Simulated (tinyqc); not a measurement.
Electron-beam lithography: double-Gaussian proximity function, edge placement and dose correction for parallel lines: one step, computed by the program tinyqc.

Lines are infinitely long. Absorbed energy is counted so that the middle of a very large area written at dose 1 receives 1; the resist develops where it exceeds 1/2.

Task: Interaction matrix. f(r) = [exp(-r^2/alpha^2)/alpha^2 + eta exp(-r^2/beta^2)/beta^2]/(pi (1 + eta)). A line from a to b at dose d gives E(x) = d [S(alpha) + eta S(beta)]/(1 + eta), S(s) = [erf((b - x)/s) - erf((a - x)/s)]/2. M_ij is the mean of E at the two edges of line i from line j at dose 1.

Inputs (values chosen for the exercise, of the order of those for 50 keV electrons in resist on silicon): forward range alpha = 0.014 micrometre; backscatter range beta = 9 micrometre; backscatter ratio eta = 0.78.

Lines (micrometre):

| line | left edge | right edge | centre |
|---|---|---|---|
| 1 | 0.000 | 9.800 | 4.9000 |
| 2 | 10.420 | 10.540 | 10.4800 |
| 3 | 11.410 | 12.510 | 11.9600 |
| 4 | 12.660 | 12.699 | 12.6795 |
| 5 | 12.889 | 12.943 | 12.9160 |

Give: M.

Result:

M:
```
        1       2       3       4       5
1  0.4729  0.0021  0.0168  0.0006  0.0008
2  0.1786  0.2842  0.0294  0.0010  0.0014
3  0.1477  0.0032  0.3110  0.0011  0.0015
4  0.1325  0.0031  0.0300  0.2819  0.0015
5  0.1275  0.0031  0.0298  0.0011  0.2824
```
